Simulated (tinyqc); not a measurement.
Slater-Koster d bands of an fcc metal: one step. Second moment and the rectangular band. Three cases, with inputs chosen for the exercise.

Question. mu2 = z (dds^2 + 2 ddp^2 + 2 ddd^2)/5 per orbital, with z = 12. A rectangular band with the same mu2 has width W = sqrt(12 mu2), Fermi level W (Nd/10 - 1/2) and bond energy -W Nd (10 - Nd)/20 (Friedel).

Give: mu2; W; Fermi level; bond energy per atom.

Case 1.

Values chosen (of the size met in Cu; not measured data): dds = -0.325 eV (dd sigma); ddp = 0.185 eV (dd pi); ddd = -0.013 eV (dd delta); Nd = 9 (d electrons per atom).

Answer.

mu2 = 0.4186 eV^2
W = 2.2412 eV
Fermi level = 0.8965 eV
bond energy per atom = -1.0086 eV

Case 2.

Values chosen (of the size met in Ir; not measured data): dds = -1.067 eV (dd sigma); ddp = 0.63 eV (dd pi); ddd = -0.075 eV (dd delta); Nd = 8 (d electrons per atom).

Answer.

mu2 = 4.6645 eV^2
W = 7.4816 eV
Fermi level = 2.2445 eV
bond energy per atom = -5.9853 eV

Case 3.

Values chosen (of the size met in Ni; not measured data): dds = -0.436 eV (dd sigma); ddp = 0.218 eV (dd pi); ddd = -0.048 eV (dd delta); Nd = 8 (d electrons per atom).

Answer.

mu2 = 0.6954 eV^2
W = 2.8887 eV
Fermi level = 0.8666 eV
bond energy per atom = -2.3110 eV

The bond energy is the attractive part alone; the repulsion between atoms, left out, cancels a large share of it in the cohesive energy.

Computed by tinyqc, one run a case: `OMP_NUM_THREADS=1 python tinyqc.py N N+1 out.jsonl` with N = 1482133, 1482241, 1482325; one thread of a shared Intel(R) Xeon(R) Processor @ 2.30GHz, about 0.06 s a run at most.
